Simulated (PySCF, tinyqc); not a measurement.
Inside a calculation. Method: CCSD on RHF in the sto-6g basis, frozen core, for BeH+, spin multiplicity 1. The lowest restricted solution is unstable here: a spin-polarised one lies 0.0098 hartree lower (PySCF). One step of it, computed by the program tinyqc.

Question. Integrals over molecular orbitals. (pq|rs) = sum C_ip C_jq C_kr C_ls (ij|kl), one index at a time.

coefficients C:
```
               MO1        MO2        MO3        MO4       MO5        MO6
1Be 1s    0.995739  -0.190622  -0.189539   0.000000  0.000000   0.094185
1Be 2s    0.016366   0.664130   0.731891   0.000000  0.000000  -0.441764
1Be 2px   0.000000   0.000000   0.000000  -0.121615  0.992577   0.000000
1Be 2py   0.000000   0.000000   0.000000   0.992577  0.121615   0.000000
1Be 2pz  -0.002428   0.253160  -0.580668   0.000000  0.000000  -0.869843
2H 1s    -0.001444   0.503872  -0.392307   0.000000  0.000000   0.920218
```

core Hamiltonian H = T + V (hartree):
```
            1Be 1s     1Be 2s    1Be 2px    1Be 2py    1Be 2pz      2H 1s
1Be 1s   -8.230084  -1.930480   0.000000   0.000000  -0.009808  -0.170747
1Be 2s   -1.930480  -2.360071   0.000000   0.000000  -0.094205  -0.606635
1Be 2px   0.000000   0.000000  -1.897192   0.000000   0.000000   0.000000
1Be 2py   0.000000   0.000000   0.000000  -1.897192   0.000000   0.000000
1Be 2pz  -0.009808  -0.094205   0.000000   0.000000  -1.962084  -0.726771
2H 1s    -0.170747  -0.606635   0.000000   0.000000  -0.726771  -1.606240
```

Two-electron integrals (ij|kl) in chemists' order, unique and non-zero (hartree):
```
(11|11) 2.299996   (21|11) 0.361879   (21|21) 0.071926   (22|11) 0.570332
(22|21) 0.139654   (22|22) 0.417773   (31|31) 0.015252   (32|31) 0.022555
(32|32) 0.092340   (33|11) 0.570332   (33|21) 0.139654   (33|22) 0.417773
(33|33) 0.450117   (41|41) 0.015252   (42|41) 0.022555   (42|42) 0.092340
(43|43) 0.024258   (44|11) 0.570332   (44|21) 0.139654   (44|22) 0.417773
(44|33) 0.401601   (44|44) 0.450117   (51|51) 0.015252   (52|51) 0.022555
(52|52) 0.092340   (53|53) 0.024258   (54|54) 0.024258   (55|11) 0.570332
(55|21) 0.139654   (55|22) 0.417773   (55|33) 0.401601   (55|44) 0.401601
(55|55) 0.450117   (61|11) 0.032001   (61|21) 0.006202   (61|22) 0.012084
(61|33) 0.011984   (61|44) 0.011984   (61|51) 0.000621   (61|52) 0.001233
(61|55) 0.012284   (61|61) 0.000566   (62|11) 0.109490   (62|21) 0.027430
(62|22) 0.093606   (62|33) 0.089763   (62|44) 0.089763   (62|51) 0.003698
(62|52) 0.024656   (62|55) 0.101290   (62|61) 0.002648   (62|62) 0.036312
(63|31) 0.002171   (63|32) 0.010903   (63|53) 0.003866   (63|63) 0.002646
(64|41) 0.002171   (64|42) 0.010903   (64|54) 0.003866   (64|64) 0.002646
(65|11) 0.129675   (65|21) 0.032796   (65|22) 0.116268   (65|33) 0.109616
(65|44) 0.109616   (65|51) 0.005869   (65|52) 0.038177   (65|55) 0.129571
(65|61) 0.003278   (65|62) 0.050644   (65|65) 0.071920   (66|11) 0.283748
(66|21) 0.072233   (66|22) 0.275519   (66|33) 0.257679   (66|44) 0.257679
(66|51) 0.009662   (66|52) 0.086802   (66|55) 0.311198   (66|61) 0.007071
(66|62) 0.146102   (66|65) 0.213823   (66|66) 0.774999
```

Give: one-electron integrals over orbitals h = C^T H C; Two-electron integrals over orbitals.

Answer.

one-electron integrals over orbitals h = C^T H C (hartree):
```
         1        2        3        4        5        6
1  -8.2231   0.1766   0.1971   0.0000   0.0000  -0.0661
2   0.1766  -1.9741  -0.0853   0.0000   0.0000   0.2426
3   0.1971  -0.0853  -1.8633   0.0000   0.0000  -0.0984
4   0.0000   0.0000   0.0000  -1.8972   0.0000   0.0000
5   0.0000   0.0000   0.0000   0.0000  -1.8972   0.0000
6  -0.0661   0.2426  -0.0984   0.0000   0.0000  -1.6614
```

Two-electron integrals over orbitals (pq|rs), unique and non-zero (hartree); the lowest 1 orbital is frozen and left out:
```
(22|22) 0.4512    (32|22) -0.0649   (32|32) 0.0659    (33|22) 0.3275
(33|32) 0.0322    (33|33) 0.4237    (42|42) 0.0457    (43|42) 0.0350
(43|43) 0.0482    (44|22) 0.3465    (44|32) 0.0431    (44|33) 0.3808
(44|44) 0.4501    (52|52) 0.0457    (53|52) 0.0350    (53|53) 0.0482
(54|54) 0.0243    (55|22) 0.3465    (55|32) 0.0431    (55|33) 0.3808
(55|44) 0.4016    (55|55) 0.4501    (62|22) 0.0182    (62|32) -0.0572
(62|33) -0.0073   (62|44) -0.0704   (62|55) -0.0704   (62|62) 0.1180
(63|22) -0.0571   (63|32) 0.0620    (63|33) 0.0494    (63|44) 0.0382
(63|55) 0.0382    (63|62) -0.0616   (63|63) 0.0784    (64|42) -0.0250
(64|43) -0.0074   (64|64) 0.0222    (65|52) -0.0250   (65|53) -0.0074
(65|65) 0.0222    (66|22) 0.4575    (66|32) -0.0681   (66|33) 0.3558
(66|44) 0.3506    (66|55) 0.3506    (66|62) 0.0420    (66|63) -0.0593
(66|66) 0.4925
```
